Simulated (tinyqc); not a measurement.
What each parameter does: core-shell quantum dot (spherical envelope functions).

Parabolic bands; strain and other valleys are left out. s states, u = r psi, hard wall at R + H, c = hbar^2/2m0, energies from the band edges of the core. Core: u = sin(k1 r)/k1, k1 = sqrt(m1 E/c). At R, psi and psi'/m are continuous, so u is continuous and its slope in the shell is s = u/R + (m2/m1)(u' - u/R). Shell: u(R + x) = u(R) cos(k2 x) + s sin(k2 x)/k2, k2 = sqrt(m2 (E - V)/c); for negative arguments the functions turn into sinh and cosh. A level has u(R + H) = 0.

Overlap = (integral of u_e u_h)^2 with normalised u. Coulomb integrals J_ab = (q/eps) double integral of u_a(r)^2 u_b(s)^2/max(r, s), q = e^2/(4 pi eps0), one eps everywhere. Exciton E = Eg + E_e + E_h - J_eh; first-order biexciton shift J_ee + J_hh - 2 J_eh (positive: repulsive).

Constants: hbar^2/2m0 = 3.80998211 eV angstrom^2; e^2/(4 pi eps0) = 14.39964547 eV angstrom; hc = 1239.841984 eV nm.

Parameters, chosen for this exercise (near those of a CdSe/CdS core-shell dot; shifted at random, so the results belong to these values and not to a real crystal): R = 32 angstrom (core radius); H = 26 angstrom (shell thickness); Vc = 0.3 eV (conduction edge of the shell above that of the core); Vv = 0.432 eV (hole barrier of the shell); me1 = 0.128 m0 (electron, core); me2 = 0.202 m0 (electron, shell); mh1 = 0.461 m0 (hole, core); mh2 = 0.84 m0 (hole, shell); Eg = 1.72 eV (gap of the core); eps = 5.9 (dielectric constant).

All quantities anew. Each row changes one parameter from the base and keeps the others.

Results:
```
case             E (eV)  overlap  electron in core  biexciton shift (meV)
base              1.811    0.907             0.852                    2.9
R = 29 angstrom   1.833    0.890             0.818                    3.8
H = 31 angstrom   1.811    0.902             0.847                    3.0
Vc = 0.4 eV       1.821    0.942             0.889                    1.7
Vv = 0.324 eV     1.809    0.929             0.852                    2.1
me2 = 0.253 m0    1.802    0.903             0.852                    3.4
mh1 = 0.369 m0    1.821    0.927             0.852                    1.9
eps = 6.8         1.825    0.907             0.852                    2.5
```

The largest shifts from the base row, up to three for each result and ties (the steps differ in size, so this ranks the rows, not the parameters). E (eV): R +0.021, eps +0.014, Vc +0.010; unchanged at the printed digits by H. overlap: Vc +0.035, Vv +0.022, mh1 +0.020; unchanged at the printed digits by eps. electron in core: Vc +0.037, R -0.034, H -0.005; unchanged at the printed digits by Vv, me2, mh1 and eps. biexciton shift (meV): Vc -1.2, mh1 -1.1, R +0.9.

(tinyqc, `OMP_NUM_THREADS=1 python tinyqc.py 1280979 1280980 out.jsonl`, Intel(R) Xeon(R) Processor @ 2.30GHz, 1 thread, shared host, about 0.03 s.)
